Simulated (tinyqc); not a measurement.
Binary melting diagram from solution models of liquid and solid: one step, computed by the program tinyqc. Command: `OMP_NUM_THREADS=1 python tinyqc.py 3027445 3027446 out.jsonl melt walk`. One thread of a shared host (Intel(R) Xeon(R) Processor @ 2.30GHz), about 0.01 s of CPU time with the checks.

x is the fraction of B. In a phase with interaction L: mu_A = G_A + R T ln(1 - x) + L x^2, mu_B = G_B + R T ln x + L (1 - x)^2. Melting: G(liquid) - G(solid) = H (1 - T/T_m) for each pure component.

Problem. Temperature and melting free energies. T = T_A + u (T_B - T_A). The ideal solution has k_A = exp(dG_A/(R T)) = (1 - xs)/(1 - xl) and k_B = exp(dG_B/(R T)) = xs/xl, so xl = (1 - k_A)/(k_B - k_A).

Inputs (values chosen for the exercise, modelled on Si-Ge):
```
quantity                              value    unit
melting point T_A                      1687       K
melting point T_B                      1211       K
heat of melting H_A                    50.4  kJ/mol
heat of melting H_B                    36.6  kJ/mol
position of T, (T - T_A)/(T_B - T_A)   0.57       -
```

Diagram: complete solid solution (lens).

Constants: R = 8.314462618 J/(mol K).

Give: T; dG_A; dG_B; ideal liquidus xl; ideal solidus xs.

Solution.

T = 1415.68 K

dG_A = 8.106 kJ/mol

dG_B = -6.186 kJ/mol

ideal liquidus xl = 0.7080

ideal solidus xs = 0.4186
